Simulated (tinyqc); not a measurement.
What each parameter does: six-band Luttinger-Kohn model with strain.

Six-band Luttinger-Kohn model in the basis |3/2,3/2>, |3/2,1/2>, |3/2,-1/2>, |3/2,-3/2>, |1/2,1/2>, |1/2,-1/2>, electron energies, zero at the top of the unstrained valence band. H = -[rows: (P+Q, -S, R, 0, -S/r2, r2 R); (-S*, P-Q, 0, R, -r2 Q, r32 S); (R*, 0, P-Q, S, r32 S*, r2 Q); (0, R*, S*, P+Q, -r2 R*, -S*/r2); (-S*/r2, -r2 Q, r32 S, -r2 R, P+Dso, 0); (r2 R*, r32 S*, r2 Q, -S/r2, 0, P+Dso)], r2 = sqrt(2), r32 = sqrt(3/2). Levels are twofold.

P = c g1 k^2 - av tr(e); Q = c g2 (kx^2 + ky^2 - 2 kz^2) - (b/2)(exx + eyy - 2 ezz); R = c sqrt3 [-g2 (kx^2 - ky^2) + 2i g3 kx ky] + (sqrt3/2) b (exx - eyy) - i d exy; S = 2 c sqrt3 g3 (kx - i ky) kz - d (exz - i eyz); c = hbar^2/2m0, e the strain tensor (not engineering shear).

s11 = (C11 + C12)/((C11 - C12)(C11 + 2 C12)), s12 = -C12/((C11 - C12)(C11 + 2 C12)), s44 = 1/C44; exx = s11 sxx + s12 (syy + szz) and cyclic, exy = s44 sxy/2; tension is positive. A uniaxial stress X along the unit vector n is s_ij = X n_i n_j.

Constants: hbar^2/2m0 = 3.80998211 eV angstrom^2.

Values chosen for the exercise (near those of Ge; not measured data):

| symbol | value | unit | meaning |
|---|---|---|---|
| Dso | 0.303 | eV | spin-orbit splitting |
| g1 | 13.51 |  | Luttinger gamma1 |
| g2 | 4.22 |  | gamma2 |
| g3 | 5.66 |  | gamma3 |
| av | 1.22 | eV | valence hydrostatic potential |
| b | -2.54 | eV | tetragonal shear potential |
| d | -5.14 | eV | trigonal shear potential |
| C11 | 128.4 | GPa |  |
| C12 | 48.1 | GPa |  |
| C44 | 63.6 | GPa |  |
| load | uniaxial [110] |  | kind of stress |
| X | 1.16 | GPa | stress |

Edges at k = 0 under a uniaxial [110] stress X and the curvature mass of the top pair along [110] (step 0.0002 1/angstrom). Each row changes one parameter from the base and keeps the others.

Results:

| case | top (eV) | second (eV) | third (eV) | mass (m0) |
|---|---|---|---|---|
| base | 0.0363 | -0.0174 | -0.3030 | 0.300 |
| C12 = 57.72 GPa | 0.0377 | -0.0192 | -0.3041 | 0.278 |
| g2 = 3.376 | 0.0363 | -0.0174 | -0.3030 | 0.253 |
| C11 = 154.08 GPa | 0.0329 | -0.0163 | -0.3026 | 0.340 |
| b = -3.048 eV | 0.0392 | -0.0194 | -0.3040 | 0.269 |
| g1 = 10.808 | 0.0363 | -0.0174 | -0.3030 | 1.573 |
| av = 1.464 eV | 0.0376 | -0.0162 | -0.3017 | 0.300 |
| g3 = 4.528 | 0.0363 | -0.0174 | -0.3030 | 0.210 |

The largest shifts from the base row, up to three for each result and ties (the steps differ in size, so this ranks the rows, not the parameters). top (eV): C11 -0.0034, b +0.0029, C12 +0.0014; unchanged at the printed digits by g2, g1 and g3. second (eV): b -0.0019, C12 -0.0018, av +0.0013; unchanged at the printed digits by g2, g1 and g3. third (eV): av +0.0013, C12 -0.0012, b -0.0010; unchanged at the printed digits by g2, g1 and g3. mass (m0): g1 +1.274, g3 -0.090, g2 -0.046; unchanged at the printed digits by av. The Luttinger parameters multiply k^2 and cannot move the edges; av shifts all edges alike and leaves the mass.

Computed by tinyqc, a small Python program: `OMP_NUM_THREADS=1 python tinyqc.py 1050648 1050649 out.jsonl` (the numbers bound the seed that draws the inputs); one thread of a shared host (Intel(R) Xeon(R) Processor @ 2.30GHz), about 0.03 s for the whole set of steps.
